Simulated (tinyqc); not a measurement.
## Trap depth and cross-section from two peaks

Inverse problem. A DLTS peak lies where ew = sn g T^2 exp(-Et/kB T), g = vth Nc/(300 K)^2. Find Et and sn.

Inputs (values chosen for the exercise): conduction-band density of states at 300 K Nc = 1.67e19 cm^-3; thermal velocity at 300 K vth = 1.9e7 cm/s.

Constants: q = 1.602176634e-19 C, kB = 1.380649e-23 J/K. Results are converted to the units shown.

peak temperatures for ew = 20 and 1000 1/s (K): 170.16682  201.20670

Solution. The slope of ln(ew/T^2) against q/kB T is -Et, and the intercept is ln(sn g).

Et = 0.3400 eV
sn = 2.300e-15 cm^2

Computed by the program tinyqc: `OMP_NUM_THREADS=1 python tinyqc.py 2050157 2050158 out.jsonl`, one thread of a shared Intel Xeon 2.30GHz, about 0.01 s for the whole run.
